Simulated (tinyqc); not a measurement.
The three schemes as the step is halved: finite-difference solution of the diffusion equation on a small grid. Computed by tinyqc, a small Python program. Command: `OMP_NUM_THREADS=1 python tinyqc.py 3013679 3013680 out.jsonl fdiff walk`. One thread of a shared host (Intel(R) Xeon(R) Processor @ 2.30GHz), about 0.01 s of CPU time with the checks.

dC/dt = D d2C/dx2 on nodes x_j = j dx, j = 0..7; the far end is sealed.

Inputs (values chosen for the exercise):
```
quantity         value    unit
diffusivity D     0.91  nm^2/s
grid spacing dx     50      nm
time step dt       540       s
final time t_f    4320       s
```

Boundary at x = 0: sealed surface. Scheme: explicit.

start values C_j, j = 0, 1, ... (% of a reference): 31.7  71.7  100  70.7  9.87  5.42  0  0

Method:
- The operator M acts as (M C)_j = C_(j-1) - 2 C_j + C_(j+1); at the sealed far end a mirror node gives 2 C_(N-2) - 2 C_(N-1); at j = 0, a mirror node gives 2 C_1 - 2 C_0.
- r = D dt/dx^2.
- The mode of M with eigenvalue mu has its amplitude multiplied per step by g = (1 + (1 - theta) r mu)/(1 - theta r mu), with theta = 0 explicit, 1 implicit, 1/2 Crank-Nicolson; the explicit scheme is stable for r up to 2/|mu_min|.
- With r = D dt/dx^2: (1 - theta r M) C(new) = (1 + (1 - theta) r M) C(old); theta = 0 explicit, 1 implicit, 1/2 Crank-Nicolson.
- Each run reaches t_f in n equal steps; errors are the largest difference from exp(M D t_f/dx^2) C(0). A dash marks unstable explicit runs.

largest stable r of the explicit scheme = 0.5

Largest error at t_f (%):
```
steps n        r  explicit  implicit  Crank-Nicolson
4        0.39312    2.4818    2.3495      2.7816e-01
8        0.19656    1.1468    1.1848      6.9475e-02
16       0.09828    0.5835    0.5922      1.7360e-02
32       0.04914    0.2935    0.2956      4.3393e-03
64       0.02457    0.1471    0.1476      1.0848e-03
128      0.01229    0.0736    0.0737      2.7119e-04
256      0.00614    0.0368    0.0369      6.7798e-05
```

What follows from these numbers?

From the last two rows, halving the step divides the error by 2.00 (explicit), 2.00 (implicit), 4.00 (Crank-Nicolson): a factor 2 marks first order in dt and 4 second order. Every row here lies within the explicit limit.

Extremes, crossings and ranges named in words are read from the listed rows.
